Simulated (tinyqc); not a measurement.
Changing the source-to-wafer distance h: vacuum evaporation: vapour pressure, source flux, thickness distribution, purity and step coverage. Computed by tinyqc, a small Python program. Command: `OMP_NUM_THREADS=1 python tinyqc.py 3112330 3112331 out.jsonl evap sweep`. One thread of a shared host (Intel(R) Xeon(R) Processor @ 2.30GHz), about 0.01 s of CPU time with the checks.

Molecular flow, unit sticking of the metal, no re-evaporation. The background gas is taken as water vapour (18.015 g/mol, collision diameter 0.37 nm) at 300 K.

Inputs (values chosen for the exercise, modelled on nickel, with constants for the liquid):
```
quantity,value,unit
molar mass M,58.69,g/mol
film density rho,8.9,g/cm^3
vapour-pressure constant A,11.71,-
vapour-pressure constant B,20770,K
source temperature T,1700,K
source area,2.9,cm^2
directionality n,1,-
wafer radius R,2.5,cm
background pressure p,8e-05,Pa
sticking of background gas,1,-
```

Constants: u = 1.6605390666e-27 kg; k_B = 1.380649e-23 J/K; R = 8.314462618 J/(mol K).

Method:
- log10(p_v/Pa) = A - B/T; flux from the surface Phi = p_v/sqrt(2 pi m k_B T), m = M u.
- Mass loss = Phi x area x m; heat of evaporation = ln(10) R B; d ln Phi/dT = ln(10) B/T^2 - 1/(2 T).
- A small source emits (n + 1) Phi area cos^n(phi)/(2 pi) per solid angle; on a parallel plane at height h and lateral distance l the arrival rate is (n + 1) Phi area/(2 pi h^2) x (1 + (l/h)^2)^(-(n + 3)/2). Growth rate = arrival rate x m/rho, m = M u. The wafer is fixed and centred above the source.
- Mean free path lambda = k_B T_g/(sqrt2 pi d^2 p); unscattered share exp(-h/lambda); gas arrival p/sqrt(2 pi m_g k_B T_g); impurity ratio = sticking x gas arrival/metal arrival; monolayer time = 1e15 cm^-2/(sticking x gas arrival).

One run for each value:
```
source-to-wafer distance h (cm),non-uniformity (max - min)/(max + min) (%),growth rate at the centre (nm/s),"share of the material that lands on the wafer, 1 - (1 + (R/h)^2)^(-(n + 1)/2) (%)",impurity ratio
3.0,4.8336e+01,2.9108e+00,4.0984e+01,1.0786e-02
5.1,2.1208e+01,1.0072e+00,1.9374e+01,3.1172e-02
8.6,8.0946e+00,3.5421e-01,7.7920e+00,8.8637e-02
15.0,2.7392e+00,1.1643e-01,2.7027e+00,2.6965e-01
25.0,9.9500e-01,4.1916e-02,9.9010e-01,7.4903e-01
42.0,3.5368e-01,1.4851e-02,3.5306e-01,2.1141e+00
71.0,1.2391e-01,5.1969e-03,1.2383e-01,6.0414e+00
120.0,4.3393e-02,1.8193e-03,4.3384e-02,1.7258e+01
```

Over the rows, non-uniformity (max - min)/(max + min) (%) falls from 48.3 to 0.0434 (exponent d ln y / d ln x -1.6 between the first rows and -2.0 between the last); growth rate at the centre (nm/s) falls from 2.91 to 0.00182 (exponent d ln y / d ln x about -2.0 throughout); share of the material that lands on the wafer, 1 - (1 + (R/h)^2)^(-(n + 1)/2) (%) falls from 41.0 to 0.0434 (exponent d ln y / d ln x -1.4 between the first rows and -2.0 between the last). At the high end the exponent of non-uniformity (max - min)/(max + min) is -2.00, close to -2: the fall-off goes as (R/h)^2. The exponent of growth rate at the centre stays at -2: a point source. The exponent of impurity ratio stays at 2: the metal flux falls as 1/h^2. A longer throw buys uniformity with rate, material use and purity.

Caution (rows 42.0, 71.0, 120): more gas than metal sticks, so a compound rather than a metal film would grow.
